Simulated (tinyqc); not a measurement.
Against the Fermi level: single-band model of a thermoelectric material. Computed by tinyqc, a small Python program. Command: `OMP_NUM_THREADS=1 python tinyqc.py 3023399 3023400 out.jsonl thermo walk`. One thread of a shared host (Intel(R) Xeon(R) Processor @ 2.30GHz), about 0.01 s of CPU time with the checks.

One spherical band, one scattering law, no minority carriers and no phonon drag. In a real material minority carriers limit |S| to about E_g/(2 e T), so larger values are formal. eta = E_F/(k_B T) is counted from the band edge; f = 1/(1 + exp(x - eta)).

Inputs (values chosen for the exercise, for a model material):
```
quantity                              value        unit
density-of-states mass m                1.6         m_0
mobility parameter mu_300               350  cm^2/(V s)
temperature exponent p                    1           -
lattice thermal conductivity kappa_L    5.2     W/(m K)
temperature T                           660           K
```

Band: parabolic. Scattering: constant relaxation time, r = 0.

Constants: k_B = 8.617333262e-05 eV/K; e = 1.602176634e-19 C; m_0 = 9.1093837015e-31 kg; k_B = 1.380649e-23 J/K; hbar = 1.054571817e-34 J s.

Method:
- With x = E/(k_B T), a = alpha k_B T (0 for a parabolic band), G = x (1 + a x), D = 1 + 2 a x and <y> = int y f (1 - f) dx, f = 1/(1 + exp(x - eta)): tau = tau_0 G^r/D; transport function s = G^(3/2 + r)/D^2; n = N_0 <G^(3/2)> with N_0 = (2 m k_B T)^(3/2)/(3 pi^2 hbar^3).
- Integrals over x = E/(k_B T) use 160 Gauss-Legendre points in u = sqrt(x) from 0 to sqrt(max(eta, 0) + 32).
- sigma = e mu_0 N_0 <s> with mu_0 = e tau_0/m = mu_300 (T/300 K)^(-p); |S| = (k_B/e)(<x s>/<s> - eta); Lorenz number L = (k_B/e)^2 (<x^2 s>/<s> - (<x s>/<s>)^2); kappa_e = L sigma T; zT = S^2 sigma T/(kappa_L + kappa_e).

The same material at other dopings:
```
eta  n (1/cm^3)  |S| (microvolt/K)  sigma (S/cm)  power factor (microwatt/(cm K^2))      zT
-4   3.0159e+18             560.82    7.6872e+01                              24.18  0.3014
-3   8.1095e+18             475.82    2.0670e+02                              46.80  0.5663
-2   2.1428e+19             392.69    5.4618e+02                              84.22  0.9465
-1   5.4324e+19             314.01    1.3847e+03                             136.54  1.3021
0    1.2680e+20             244.17    3.2321e+03                             192.69  1.3697
1    2.6112e+20             187.59    6.6558e+03                             234.22  1.1163
2    4.6796e+20             145.45    1.1928e+04                             252.34  0.7840
4    1.0791e+21              94.03    2.7506e+04                             243.18  0.3591
6    1.8970e+21              67.13    4.8352e+04                             217.90  0.1850
10   3.9914e+21              41.74    1.0174e+05                             177.26  0.0713
```

What follows from these numbers?

|S| falls and sigma rises with eta, so their product S^2 sigma peaks: among these rows at eta = 2, and zT at eta = 0, where |S| = 244 microvolt/K. zT stays above 90 % of its best row from n = 5.4e19 to 1.3e20 per cm^3.

Extremes, crossings and ranges named in words are read from the listed rows.
